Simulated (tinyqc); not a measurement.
# A stack of flat layers between unequal leads with mass mismatch, transfer matrices, step by step

tinyqc, about 0.01 s, one thread, Intel Xeon 2.30GHz (shared host): `OMP_NUM_THREADS=1 python tinyqc.py 2560025 2560026 out.jsonl` Printed values are rounded.

One electron of energy E comes from the left lead (band edge 0); no transverse momentum. Parabolic bands, masses in units of m0, C = hbar^2/(2 m0); psi and psi'/m are continuous at every interface. The layers follow each other from left to right, then the right lead.

Inputs (values chosen for the exercise); masses and band edges of a made-up stack: mass in the left lead mL = 0.042 m0; band edges of the layers, left to right U = [-0.1, 0.13] eV; masses of the layers m = [0.088, 0.055] m0; widths of the layers d = [0.5, 1.1] nm; band edge of the right lead UR = -0.21 eV; mass in the right lead mR = 0.045 m0; electron energy E = 0.801 eV.

Constants: q = 1.602176634e-19 C, hbar = 1.054571817e-34 J s, m0 = 9.1093837015e-31 kg, hbar^2/(2 m0) = 0.0380998212 eV nm^2. Results are converted to the units shown.

Range of the model: Masses are held fixed, although real bands cease to be parabolic a few tenths of an eV from their edges (inside a barrier too). Layers thinner than about 0.8 nm hold only a few atomic planes, where an effective mass is a rough description.

## Wave numbers

k = sqrt(m (E - U)/C) where E > U, K = sqrt(m (U - E)/C) where E < U; v = k/m in the leads.

Layers:
```
   U (eV)  m (m0)  d (nm)  k or K (1/nm)  which
1    -0.1   0.088     0.5        1.44259      k
2    0.13   0.055     1.1       0.984195      k
```

vL = 22.3733 1/nm
vR = 24.2833 1/nm

## Matrices of the layers

For the pair (psi, psi'/m) a flat layer has M = [[cos kd, (m/k) sin kd], [-(k/m) sin kd, cos kd]] with k = sqrt(m (E - U)/C) above its edge U, and M = [[cosh Kd, (m/K) sinh Kd], [(K/m) sinh Kd, cosh Kd]] with K = sqrt(m (U - E)/C) below it. M12 is in nm, M21 in 1/nm.

M of layer 1:
```
          1          2
1  0.750952  0.0402828
2  -10.8253   0.750952
```

M of layer 2:
```
          1          2
1  0.469021  0.0493554
2  -15.8042   0.469021
```

## Product of the matrices

The matrix of the later layer stands to the left: M = M_n ... M_2 M_1; det M = 1.

M:
```
           1          2
1  -0.182072  0.0559569
2   -16.9454  -0.284422
```

## Transmission and reflection

The matrix M carries (psi, psi'/m) across the stack, and v = k/m in each lead. psi = 1 + r at the left edge (incident amplitude 1) and t at the right edge. With det M = 1, a = i vR M11 - M21 and b = -vL vR M12 - i vL M22: t = 2 i vL/(a - b), r = -(a + b)/(a - b), T(E) = (vR/vL) |t|^2, R(E) = |r|^2.

t = -0.204656+0.898467i
r = 0.279063+0.022546i
T(E) = 0.921616
R(E) = 0.0783844

T(E) + R(E) = 1: the current is conserved.
